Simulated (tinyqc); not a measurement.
Finite-difference solution of the diffusion equation on a small grid: one step, computed by the program tinyqc. Command: `OMP_NUM_THREADS=1 python tinyqc.py 3022586 3022587 out.jsonl fdiff walk`. One thread of a shared host (Intel(R) Xeon(R) Processor @ 2.30GHz), about 0.01 s of CPU time with the checks.

dC/dt = D d2C/dx2 on nodes x_j = j dx, j = 0..7; the far end is sealed.

Question. Time step 2. With r = D dt/dx^2: (1 - theta r M) C(new) = (1 + (1 - theta) r M) C(old); theta = 0 explicit, 1 implicit, 1/2 Crank-Nicolson.

Boundary at x = 0: sealed surface. Scheme: implicit.

operator M, rows 0, 1, 2, 3, 4, 5, 6, 7:
```
[[-2, 2, 0, 0, 0, 0, 0, 0],
 [1, -2, 1, 0, 0, 0, 0, 0],
 [0, 1, -2, 1, 0, 0, 0, 0],
 [0, 0, 1, -2, 1, 0, 0, 0],
 [0, 0, 0, 1, -2, 1, 0, 0],
 [0, 0, 0, 0, 1, -2, 1, 0],
 [0, 0, 0, 0, 0, 1, -2, 1],
 [0, 0, 0, 0, 0, 0, 2, -2]]
```

mesh ratio r = 0.2275

C after step 1 (%): [13.80525, 30.38823, 69.77662, 91.04024, 72.92032, 27.63699, 7.57117, 2.36762]

Give: C after step 2.

Answer.

C after step 2 (%): [20.26, 34.44, 66.41, 83.60, 68.09, 31.34, 10.89, 5.03]
